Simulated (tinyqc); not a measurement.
Inside a calculation. Model: MOS inversion layer, Poisson-Schroedinger loop.

tinyqc, about 0.7 s, one thread, Intel Xeon 2.30GHz (shared host): `OMP_NUM_THREADS=1 python tinyqc.py 2160088 2160089 out.jsonl` Printed values are rounded.

Electrons confined at an insulator interface at z = 0, treated as a hard wall; parabolic valleys, Hartree approximation, no image or exchange terms. The depletion charge lies far deeper than the electrons and gives a uniform field q Nd/(eps0 eps_r); the gate balances all charge. Energies are counted from the band edge at the interface.

Parameters, values chosen for the exercise; masses and permittivity close to those of germanium (100):
- T = 300 K (temperature)
- eps_r = 15.7 (relative permittivity)
- mz1 = 0.121 m0 (mass along z of valley set A (4 valley(s)))
- md1 = 0.29 m0 (in-plane density-of-states mass of set A)
- Ns = 1e13 cm^-2 (sheet density of electrons)
- Nd = 1.7e11 cm^-2 (sheet density of depletion charge)
- hz = 0.95 nm (mesh step)
- a = 0.3 (mixing factor)

Constants: q = 1.602176634e-19 C, kB = 1.380649e-23 J/K, hbar = 1.054571817e-34 J s, m0 = 9.1093837015e-31 kg, Vt = kB T/q, eps0 = 8.8541878128e-14 F/cm where lengths are in cm, hbar^2/(2 m0) = 0.0380998212 eV nm^2. Results are converted to the units shown.

## Fixed part of the potential

```
node,z (nm)
1,0.95
2,1.9
3,2.85
4,3.8
5,4.75
6,5.7
7,6.65
8,7.6
9,8.55
10,9.5
11,10.45
12,11.4
13,12.35
14,13.3
15,14.25
16,15.2
17,16.15
18,17.1
19,18.05
```

V0 = q Nd z/(eps0 eps_r) in eV.

```
node,fixed potential V0 (eV)
1,0.00186138
2,0.00372276
3,0.00558413
4,0.00744551
5,0.00930689
6,0.01116827
7,0.01302964
8,0.01489102
9,0.01675240
10,0.01861378
11,0.02047516
12,0.02233653
13,0.02419791
14,0.02605929
15,0.02792067
16,0.02978205
17,0.03164342
18,0.03350480
19,0.03536618
```

## Round 1: levels and probability densities

```
node,self-consistent potential U at the start (eV)
1,0
2,0
3,0
4,0
5,0
6,0
7,0
8,0
9,0
10,0
11,0
12,0
13,0
14,0
15,0
16,0
17,0
18,0
19,0
```

Tridiagonal Hamiltonian with psi = 0 one step beyond both ends: H_ii = C (1/m_(i-1/2) + 1/m_(i+1/2))/hz^2 + V0_i + U_i, H_(i,i+1) = -C/(m_(i+1/2) hz^2), C = hbar^2/(2 m0). The lowest 2 level(s) are kept, normalised to hz sum |psi|^2 = 1. The mass is the same on all intervals.

levels (eV): A1 0.02550351, A2 0.05321219

```
node,|psi|^2 of A1 (1/nm),|psi|^2 of A2 (1/nm)
1,0.0062880,0.0124736
2,0.0234763,0.0428212
3,0.0473401,0.0744346
4,0.0726375,0.0908885
5,0.0945560,0.0844369
6,0.1097005,0.0591054
7,0.1164945,0.0276738
8,0.1150650,0.0049609
9,0.1067941,0.0011038
10,0.0937450,0.0177978
11,0.0781294,0.0485603
12,0.0619144,0.0821638
13,0.0466030,0.1072916
14,0.0331679,0.1164350
15,0.0220980,0.1078079
16,0.0135064,0.0850625
17,0.0072600,0.0554047
18,0.0031018,0.0270793
19,0.0007540,0.0071299
```

## Round 1: Fermi level and occupations

Level k holds N_k = D_k Vt ln(1 + exp((EF - E_k)/Vt)) with D = 4 md1 m0 q/(pi hbar^2) per eV (spin included); EF is fixed by sum N_k = Ns.

EF = 0.01847665 eV
N_k (cm^-2): A1 7.095937e12, A2 2.904063e12

## Round 1: density, output potential and mixing

n_i = sum_k N_k |psi_k|^2 (converted to cm^-3). Hartree part by Gauss: on the interval before node i the electrons still beyond are S_i = Ns - hz sum_(j<i) n_j, and U_i = U_(i-1) + q S_i hz/(eps0 eps_r) in eV, U_0 = 0 at the interface. Mixing: U(new) = U + a (U(out) - U).

```
node,n (1e18 cm^-3),U(out) (eV),U after round 1 (eV)
1,0.808432,0.1094928,0.0328478
2,2.909418,0.2181447,0.0654434
3,5.520850,0.3237703,0.0971311
4,7.793768,0.4236532,0.1270960
5,9.161732,0.5154291,0.1546287
6,9.500734,0.5976752,0.1793026
7,9.070043,0.6700388,0.2010116
8,8.309007,0.7329679,0.2198904
9,7.610095,0.7872541,0.2361762
10,7.168949,0.8336245,0.2500873
11,6.954234,0.8725378,0.2617613
12,6.779499,0.9042175,0.2712652
13,6.422732,0.9288452,0.2786536
14,5.734915,0.9467922,0.2840377
15,4.698867,0.9587738,0.2876321
16,3.428675,0.9658677,0.2897603
17,2.124152,0.9693952,0.2908185
18,1.006499,0.9707131,0.2912139
19,0.260557,0.9709842,0.2912952
```

## Round 2: levels and probability densities

As before.

levels (eV): A1 0.1688072, A2 0.2710472

```
node,|psi|^2 of A1 (1/nm),|psi|^2 of A2 (1/nm)
1,0.0861699,0.0575062
2,0.2249301,0.1005944
3,0.2699231,0.0445228
4,0.2175249,0.0000092
5,0.1350150,0.0424844
6,0.0693593,0.1238994
7,0.0308466,0.1735361
8,0.0122485,0.1706471
9,0.0044412,0.1344492
10,0.0014961,0.0907273
11,0.0004749,0.0546254
12,0.0001437,0.0301812
13,0.0000419,0.0156162
14,0.0000119,0.0076727
15,0.0000033,0.0036032
16,0.0000009,0.0016094
17,0.0000002,0.0006648
18,0.0000001,0.0002326
19,0.0000000,0.0000499
```

## Round 2: Fermi level and occupations

As before.

EF = 0.1729292 eV
N_k (cm^-2): A1 9.721577e12, A2 2.784227e11

## Round 2: density, output potential and mixing

As before.

```
node,n (1e19 cm^-3),U(out) (eV),U after round 2 (eV)
1,0.853718,0.1094928,0.0558413
2,2.214684,0.2101054,0.1088420
3,2.636475,0.2876813,0.1542961
4,2.114688,0.3378330,0.1903171
5,1.324387,0.3659881,0.2180366
6,0.708778,0.3803672,0.2396220
7,0.348194,0.3873738,0.2569203
8,0.166587,0.3907585,0.2711508
9,0.080609,0.3924103,0.2830465
10,0.039805,0.3932237,0.2930283
11,0.019826,0.3936231,0.3013199
12,0.009800,0.3938162,0.3080305
13,0.004755,0.3939074,0.3132297
14,0.002252,0.3939491,0.3170111
15,0.001035,0.3939674,0.3195327
16,0.000457,0.3939749,0.3210247
17,0.000187,0.3939777,0.3217663
18,0.000065,0.3939785,0.3220433
19,0.000014,0.3939786,0.3221003
```

## Course of the self-consistent loop

Start from U = 0. Stop when the largest |U(out) - U| is below 1e-7 eV, or after 120 rounds.

Course of the iteration:
```
round,level A1 (eV),EF (eV),largest |U(out) - U| (eV)
1,0.02550351,0.01847665,0.971
2,0.1688072,0.1729292,0.211
3,0.2216463,0.2255759,0.135
4,0.2554253,0.2590926,0.0878
5,0.2776078,0.2810099,0.0580
6,0.2924447,0.2956392,0.0387
7,0.3024698,0.3055297,0.0259
8,0.3092720,0.3122534,0.0175
9,0.3138959,0.3168330,0.0119
...,...,...,...
33,0.3239079,0.3267849,1.70e-6
34,0.3239083,0.3267854,1.19e-6
35,0.3239086,0.3267857,8.27e-7
36,0.3239089,0.3267860,5.77e-7
37,0.3239090,0.3267861,4.02e-7
38,0.3239091,0.3267862,2.80e-7
39,0.3239092,0.3267863,1.95e-7
40,0.3239093,0.3267864,1.36e-7
41,0.3239093,0.3267864,9.51e-8
```

Converged in 41 rounds. Towards the end the residual shrinks by a factor of about 0.70 a round.

## Converged levels, occupations and centroid

```
node,converged U (eV)
1,0.1094927
2,0.2040596
3,0.2698721
4,0.3099868
5,0.3334454
6,0.3476244
7,0.3568775
8,0.3633929
9,0.3681860
10,0.3717385
11,0.3743224
12,0.3761365
13,0.3773513
14,0.3781178
15,0.3785659
16,0.3788021
17,0.3789088
18,0.3789458
19,0.3789531
```

Solve for the levels with V0 + U, find EF, n_i = sum_k N_k |psi_k|^2 (in cm^-3); share of each level N_k/Ns; centroid sum n z/sum n.

levels (eV): A1 0.3239093, A2 0.4047022
EF = 0.3267864 eV
shares (%): A1 93.99557, A2 6.00443

```
node,n (1e19 cm^-3)
1,1.434939
2,2.764355
3,2.470511
4,1.601268
5,0.892120
6,0.473555
7,0.263192
8,0.165579
9,0.119273
10,0.093113
11,0.074007
12,0.057618
13,0.043095
14,0.030604
15,0.020377
16,0.012454
17,0.006697
18,0.002862
19,0.000696
```

centroid = 3.287937 nm

An 800-node mesh to 30 nm with 8 levels a set gives A1 = 0.3278 eV, EF = 0.3303 eV and a centroid of 3.527 nm; the levels kept above hold 97.7 % of the electrons there. The coarse centroid is 6.8 % below the fine one.

## Closed-form estimates

Triangular well: E_k = a_k (C F^2/mz)^(1/3), a_1 = 2.338107, a_2 = 4.087949, C = hbar^2/(2 m0), F in eV/nm. Fang-Howard (all electrons in the lowest level of set A): b^3 = 6 (mz1/C) q (Nd + 11 Ns/32)/(eps0 eps_r), centroid 3/b, level C b^2/(4 mz1) + (3/b) q (Nd + 11 Ns/16)/(eps0 eps_r). Use F = q (Nd + Ns)/(eps0 eps_r), the surface field, and F = q (Nd + Ns/2)/(eps0 eps_r).

A1 with the surface field = 0.3809772 eV
A1 with Nd + Ns/2 = 0.2426677 eV
A2 with Nd + Ns/2 = 0.4242805 eV
b = 0.9253244 1/nm
Fang-Howard centroid = 3.242106 nm
Fang-Howard level = 0.3306520 eV

Against the self-consistent A1 = 0.3278 eV on a fine mesh, the surface-field estimate is 16 % above it, the half-charge one 26 % below it and Fang-Howard 0.88 % above it. A1 holds 93.1 % of the electrons, and the Fang-Howard centroid is 8.1 % below the full one.
